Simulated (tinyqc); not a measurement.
Worked calculation: tight binding, dimerised chain. One step of it, computed by the program tinyqc.

Task: Levels at X. Diagonalise the Hermitian matrix.

H(k) at X (eV):
```
          A         B
A  0.000000  0.420000
B  0.420000  0.000000
```

Give: eigenvalues; weights |c|^2 of the basis functions.

Result:

eigenvalues (eV): -0.4200  0.4200

weights |c|^2 of the basis functions:
```
   band 1  band 2
A  0.5000  0.5000
B  0.5000  0.5000
```
